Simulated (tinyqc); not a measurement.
Ballistic conductance of a hard-wall wire of circular section by counting modes: two steps of the calculation.

Subband edges E_(l,s) = C (j_(l,s)/a)^2/m with j_(l,s) the s-th zero of the Bessel function J_l; levels with l > 0 count twice; C = hbar^2/(2 m0). Every mode transmits fully; spin gives the factor 2 in 2 q^2/h, valleys the factor gv.

Values chosen for this exercise: temperature T = 77 K; mass m = 0.022 m0; valleys gv = 1; Fermi energy above the bulk band edge Ef = 0.031 eV; radius a = 57 nm; highest subband edge listed Et = 0.0575 eV.

Constants: q = 1.602176634e-19 C, kB = 1.380649e-23 J/K, hbar = 1.054571817e-34 J s, h = 6.62607015e-34 J s, m0 = 9.1093837015e-31 kg, Vt = kB T/q, hbar^2/(2 m0) = 0.0380998212 eV nm^2. Results are converted to the units shown.

Task 1. Subband edges and their occupation. List the edges below Et; each adds its degeneracy times f = 1/(1 + exp((E_n - Ef)/Vt)) to the thermal mode count.

Wanted: edge; degeneracy; f.

Result 1.

```
mode	edge (eV)	degeneracy	f
0,1	0.00308	1	0.9853
1,1	0.00783	2	0.9705
2,1	0.01406	2	0.9278
0,2	0.01624	1	0.9024
3,1	0.02170	2	0.8025
1,2	0.02623	2	0.6722
4,1	0.03069	2	0.5116
2,2	0.03777	2	0.2651
0,3	0.03992	1	0.2069
5,1	0.04101	2	0.1811
3,2	0.05079	2	0.0483
6,1	0.05262	2	0.0370
1,3	0.05517	2	0.0255
```

Task 2. Conductance and ballistic resistance. G = (2 q^2/h) gv M; at zero temperature M counts the edges below Ef, at T it is the sum of degeneracy times f. The smooth (Sharvin) count is kF^2 A/(4 pi), kF = sqrt(m Ef/C), A = pi a^2, perimeter p = 2 pi a, and with the boundary term kF^2 A/(4 pi) - kF p/(4 pi). The sum runs over the edges listed.

```
mode	edge (eV)	degeneracy	f
0,1	0.003082604	1	0.98533294
1,1	0.007825911	2	0.97047423
2,1	0.014058426	2	0.92779029
0,2	0.016242056	1	0.90239650
3,1	0.021697712	2	0.80248989
1,2	0.026234847	2	0.67219881
4,1	0.030693357	2	0.51155135
2,2	0.037765079	2	0.26511474
0,3	0.039916919	1	0.20687742
5,1	0.041010652	2	0.18113366
3,2	0.050785675	2	0.04825214
6,1	0.052623931	2	0.03700839
1,3	0.055168173	2	0.02552258
```

Wanted: M at zero temperature; M at T; G; resistance 1/G; smooth count.

Result 2.

M at zero temperature = 12
M at T = 10.978
G = 850.56 uS
resistance 1/G = 1.1757 kohm
smooth count = 14.540

The smooth count is 32 % above M at T. With the boundary term it is 10.7.

tinyqc, about 0.1 s, one thread, Intel Xeon 2.30GHz (shared host): `OMP_NUM_THREADS=1 python tinyqc.py 2740112 2740113 out.jsonl`
